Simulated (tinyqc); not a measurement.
Overlap of hydrogenic dopants: pairs, impurity band and the Mott density: one step. The impurity band at this density. Four cases, with inputs chosen for the exercise.

Problem. Form R/aB, t, B = 2 z t and N^(1/3) aB. Two estimates of the gap between the Hubbard bands: u - B (rigid bands, closing at B = u) and the Hubbard-III rule, which closes at B = (2/sqrt3) u; give B/u.

Ry* = Ry m/eps^2, aB = a0 eps/m. For 1s orbitals a distance rho = R/aB apart, in Ry*: overlap S = exp(-rho)(1 + rho + rho^2/3), J = (2/rho)(1 - (1 + rho) exp(-2 rho)) (attraction to the other ion), Kx = 2 (1 + rho) exp(-rho) (exchange of one electron). One electron on a pair has E = -1 - (J +/- Kx)/(1 +/- S), without the repulsion 2/rho of the ions. Hopping after orthogonalisation: t = (Kx - S J)/(1 - S^2), half the splitting. Dopants on a lattice with z neighbours, n = 1/R^3 (simple cubic), give a band of width B = 2 z t, as on any lattice of two interpenetrating sublattices. Valleys, central cells and disorder are left out.

Case 1.

Values chosen (out of a larger set: an isotropic mass and dielectric constant of the size used for donors in Si; not measured data): N = 0.0059 1/aB^3 (dopant density); z = 6 (neighbours in the dopant lattice); u = 0.945 Ry* (cost of a second electron on one dopant).

Ry* = 31.89236 meV

Case 2.

Values chosen (out of a larger set: an isotropic mass and dielectric constant of the size used for acceptors in Si; not measured data): N = 0.0086 1/aB^3 (dopant density); z = 6 (neighbours in the dopant lattice); u = 0.945 Ry* (cost of a second electron on one dopant).

Ry* = 42.72757 meV

Case 3.

Values chosen (out of a larger set: an isotropic mass and dielectric constant of the size used for donors in GaN; not measured data): N = 0.013 1/aB^3 (dopant density); z = 6 (neighbours in the dopant lattice); u = 0.945 Ry* (cost of a second electron on one dopant).

Ry* = 30.36662 meV

Case 4.

Values chosen (out of a larger set: an isotropic mass and dielectric constant of the size used for donors in GaN; not measured data): N = 0.013 1/aB^3 (dopant density); z = 6 (neighbours in the dopant lattice); u = 0.945 Ry* (cost of a second electron on one dopant).

Ry* = 31.66732 meV

Give: R/aB; t; B; N^(1/3) aB; B/u.

Solution.

Case 1.

R/aB = 5.5341
t = 0.02784 Ry*

B: in Ry* 0.334, in meV 10.655

N^(1/3) aB = 0.1807
B/u = 0.354

Case 2.

R/aB = 4.8809
t = 0.04682 Ry*

B: in Ry* 0.562, in meV 24.004

N^(1/3) aB = 0.2049
B/u = 0.594

Case 3.

R/aB = 4.2529
t = 0.07600 Ry*

B: in Ry* 0.912, in meV 27.694

N^(1/3) aB = 0.2351
B/u = 0.965

Case 4.

R/aB = 4.2529
t = 0.07600 Ry*

B: in Ry* 0.912, in meV 28.881

N^(1/3) aB = 0.2351
B/u = 0.965

Both rules leave a gap: an insulator at T = 0. Mott's screening rule, N^(1/3) aB = 0.26, puts this density on the insulating side.

Computed by tinyqc, one run a case: `OMP_NUM_THREADS=1 python tinyqc.py N N+1 out.jsonl` with N = 1451058, 1451838, 1451980, 1452589; one thread of a shared Intel(R) Xeon(R) Processor @ 2.30GHz, about 0.01 s a run at most.
